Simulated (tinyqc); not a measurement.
Inside a calculation: pair of shallow donors (hydrogen-like orbitals). Values are carried at full precision from step to step, so a last printed digit may differ when a step is redone from the rounded ones.

Each donor has the orbital exp(-r/a); energy unit Ha* = q/(eps a), q = e^2/(4 pi eps0), so that a lone donor is bound by Ha*/2; x = R/a. One electron: S = (1 + x + x^2/3) exp(-x), j = 1/x - (1 + 1/x) exp(-2x), k = (1 + x) exp(-x); levels E(+/-) = -1/2 - (j +/- k)/(1 +/- S) in Ha*, without the repulsion of the ions, split by D = |E(-) - E(+)|.

Constants: e^2/(4 pi eps0) = 14.39964547 eV angstrom; hbar = 6.58211957e-16 eV s.

Values chosen for the exercise (near those of two donors in GaN; the results hold for these values, not for the real material): a = 25.4 angstrom (orbital radius); eps = 9.7 (dielectric constant); R = 91 angstrom (separation); dV = 0.55 D (detuning between the donors, in units of D).

## Distance and integrals

Give Ha*, R, x, S, j, k.

Ha* = 58.445 meV
R = 91.00 angstrom
x = 3.5827

S, j, k: 0.24635  0.27813  0.12740

## One electron on two donors

Give both levels, the splitting D = |E(-) - E(+)| and the tunnelling frequency D/(2 pi hbar).

E(+), E(-) (meV): -48.239  -40.911

D = 7.328 meV
frequency = 1772 GHz

The second ion deepens the mean level by 15.35 meV, against Ha*/x = 16.31 meV for a point charge.

## Detuning by a gate

Two-level picture for one electron: with detuning u = dV D the splitting is sqrt(D^2 + u^2) and the lower state has weight (1 + u/sqrt(D^2 + u^2))/2 on the lower donor; the field needed is u/(e R), 1 meV/angstrom = 100 kV/cm.

splitting = 8.363 meV
weight = 0.741
field = 4.43 kV/cm

## Two electrons and exchange

Two electrons, Heitler-London: with S' = (1 - x + x^2/3) exp(x), C = 1/x - exp(-2x)(1/x + 11/8 + 3x/4 + x^2/6), X = (1/5){exp(-2x)(25/8 - 23x/4 - 3x^2 - x^3/3) + (6/x)[S^2 (0.5772157 + ln x) + S'^2 Ei(-4x) - 2 S S' Ei(-2x)]}, Q = C - 2j + 1/x and A = X - 2 S k + S^2/x, the singlet and triplet lie at (Q +/- w A)/(1 +/- w S^2) from two lone donors, with the valley weight w = 1 (one valley); the exchange is J = triplet - singlet.

Give C, X, Q, A and J.

C, X, Q, A (Ha*): 0.2741  0.02757  -0.003031  -0.01827

J = 2.12e+03 micro-eV

A swap of the two spins takes pi hbar/J = 0.000975 ns (hbar = 6.58212e-16 eV s). Against the one-electron splitting D = 7.33 meV, J/D = 0.29: exchange needs both electrons to tunnel and falls as exp(-2x), D as exp(-x).

## Checks

- Heitler-London binding at x = 1.6425 against the known 0.1160 hartree: both 0.1160.
- Overlap S by quadrature in spheroidal coordinates against the formula: both 0.24635.

tinyqc: `OMP_NUM_THREADS=1 python tinyqc.py 1280763 1280764 out.jsonl`; about 0.01 s, one thread, shared Intel(R) Xeon(R) Processor @ 2.30GHz.
